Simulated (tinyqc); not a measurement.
What each parameter does: three-level Kane dispersion of a narrow-gap semiconductor.

Zero of energy at Gamma8, c = hbar^2/2m0, P^2 = Ep c. The free-electron term and remote bands are left out, so the heavy holes are flat at E = 0 and the other three bands obey E (E - Eg)(E + Dso) = P^2 k^2 (E + 2 Dso/3). The conduction band is the highest root; its edge is Ec = max(Eg, 0).

Degenerate electrons at T = 0: kF = (3 pi^2 n)^(1/3), 1 cm^-3 = 1e-24 angstrom^-3; EF is the highest root at kF. The momentum (cyclotron, optical) mass is m(E) = hbar^2 k/(dE/dk) = c d(k^2)/dE with d(k^2)/dE = k^2 [1/E + 1/(E - Eg) + 1/(E + Dso) - 1/(E + 2 Dso/3)]; the density of states is k d(k^2)/dE/(2 pi^2).

Edge mass m0* = Eg (Eg + Dso)/(Ep (Eg + 2 Dso/3)).
Constants: hbar^2/2m0 = 3.80998211 eV angstrom^2.

Values chosen for the exercise (near those of InAs; the results hold for these values, not for the real material): Eg = 0.403 eV (E(Gamma6) - E(Gamma8)); Dso = 0.4 eV (spin-orbit splitting); Ep = 20.6 eV (Kane energy); n = 6e+16 cm^-3 (electron density).

Edge mass, EF - Ec and m(EF).

Results for these values:
```
case,m0* (m0),EF - Ec (meV),m(EF) (m0)
base,0.02346,22.68,0.02583
```

What happens to each result for Dso = 0.46 eV, all else kept?

Answer: m0* rises from 0.02346 to 0.02379; EF - Ec falls from 22.68 to 22.38; m(EF) rises from 0.02583 to 0.02616.

The same for each parameter in turn:
```
case,m0* (m0),EF - Ec (meV),m(EF) (m0)
base,0.02346,22.68,0.02583
n = 1.2e+17 cm^-3,0.02346,35.08,0.02711
Eg = 0.4634 eV,0.02660,20.21,0.02869
Dso = 0.46 eV,0.02379,22.38,0.02616
Ep = 17.51 eV,0.02760,19.41,0.02998
```

(tinyqc, `OMP_NUM_THREADS=1 python tinyqc.py 1081485 1081486 out.jsonl`, Intel(R) Xeon(R) Processor @ 2.30GHz, 1 thread, shared host, about 0.01 s.)
